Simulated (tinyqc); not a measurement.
Straight dislocations in isotropic elasticity: fields, energies, partials, Peierls stress and walls: one step, computed by the program tinyqc.

The line runs along z, the glide plane is y = 0, and beta is the angle between b and the line (0 screw, 90 degrees edge): b_e = b sin(beta) along +x with the extra half plane at y > 0, b_s = b cos(beta). Stress is positive in tension.

Question. Line energy and line tension. Energy factor K = G [cos^2(beta) + sin^2(beta)/(1 - nu)]. E = K b^2/(4 pi) ln(R/r0) with R = 1/(2 sqrt(rho)); tension T = E + d^2E/d(beta)^2 = G b^2 [1 + nu - 3 nu sin^2(beta)]/(4 pi (1 - nu)) ln(R/r0). The core energy is taken into r0.

Inputs (values chosen for the exercise, for a model fcc or diamond crystal): shear modulus G = 48.2 GPa; Poisson ratio nu = 0.2; Burgers vector b = 4.216 angstrom; dislocation density rho = 8.6e+14 1/m^2; core radius r0/b = 1.5.

Character: edge.

Constants: 1 eV/angstrom^3 = 160.2176634 GPa.

Give: energy factor K; ln(R/r0); line energy E; line tension T; stored energy rho E.

Answer.

energy factor K = 60.25 GPa

ln(R/r0) = 3.294

line energy E = 17.52 eV/nm

line tension T = 10.51 eV/nm

stored energy rho E = 2414 kJ/m^3

T/E = 0.60: bowing turns parts of the line towards the cheaper screw character, so it is soft.
